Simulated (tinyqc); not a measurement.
Pump-down curve: gas flow in a process chamber: flow regimes, conductance, effective pumping speed, pump-down, outgassing and purge. Computed by tinyqc, a small Python program. Command: `OMP_NUM_THREADS=1 python tinyqc.py 3121328 3121329 out.jsonl pump walk`. One thread of a shared host (Intel(R) Xeon(R) Processor @ 2.30GHz), about 0.08 s of CPU time with the checks.

Ideal gas, isothermal flow, a pump of constant speed at the end of a round pipe; process gas, volume gas and outgassing are given the same properties. 1 sccm = 101325 Pa x 1e-6 m^3/60 s x T/273.15 K.

Inputs (values chosen for the exercise, modelled on nitrogen near room temperature):
```
quantity                     value            unit
molar mass M                 28.01           g/mol
molecular diameter            0.37              nm
viscosity eta                 17.8   micropascal s
temperature T                  293               K
chamber volume V                11               L
wall area                     0.39             m^2
pipe diameter d                 16              cm
pipe length l                  110              cm
pump speed S                   420             L/s
outgassing rate after 1 h  7.4e-06  Pa m^3/(s m^2)
outgassing exponent n         0.83               -
starting pressure p0           280              Pa
```

Constants: k_B = 1.380649e-23 J/K; u = 1.6605390666e-27 kg.

Method:
- Mean speed c = sqrt(8 k_B T/(pi m)); aperture conductance C_a = c pi d^2/16; molecular pipe C_m = C_a/(1 + 3 l/(4 d)) (Dushman form); viscous pipe C_v = pi d^4 p_mean/(128 eta l); Knudsen interpolation C = C_v + C_m (1 + x)/(1 + 1.24 x), x = d p_mean sqrt(m/(k_B T))/eta.
- Effective speed 1/S_eff = 1/S + 1/C_m; time constant V/S_eff; pressure at which the free path k_B T/(sqrt2 pi d_m^2 p) equals d.
- Pump-down: V dp/dt = -S_eff(p) p + q(t) A, with S_eff = S p_2/p, where p_2 solves C((p + p_2)/2) (p - p_2) = S p_2 at each moment, and q(t) = q_1 (1 h/(t + 10 s))^n; integrated adaptively. At long times p = q(t) A/S_eff.
- S_eff(p) is tabulated at 260 pressures and interpolated in ln p. Comparison columns: p0 exp(-t/time constant) with the molecular S_eff (0 below 1e-26 p0), and the outgassing limit.

time constant = 0.0548174 s

S_eff in molecular flow = 200.666 L/s

Pressure against time:
```
t (s)       p (Pa)  S_eff (L/s)  volume gas only (Pa)  outgassing limit (Pa)
0.3     5.7047e-02       197.58            1.1759e+00             1.8574e-03
1       1.7722e-03       200.00            3.3465e-06             1.7587e-03
3       1.5409e-03       200.08            4.7803e-22             1.5310e-03
10      1.0755e-03       200.25                     0             1.0708e-03
30      6.0374e-04       200.43                     0             6.0234e-04
100     2.6038e-04       200.56                     0             2.6013e-04
300     1.1012e-04       200.62                     0             1.1008e-04
1000    4.1307e-05       200.65                     0             4.1302e-05
3600    1.4350e-05       200.66                     0             1.4349e-05
20000   3.4636e-06       200.66                     0             3.4635e-06
100000  9.1100e-07       200.67                     0             9.1100e-07
```

What follows from these numbers?

From t = 1 s on the pressure is within 20 % of the outgassing limit, which falls only as (t + 10 s)^-0.83: walls, not volume, set the time to base pressure.
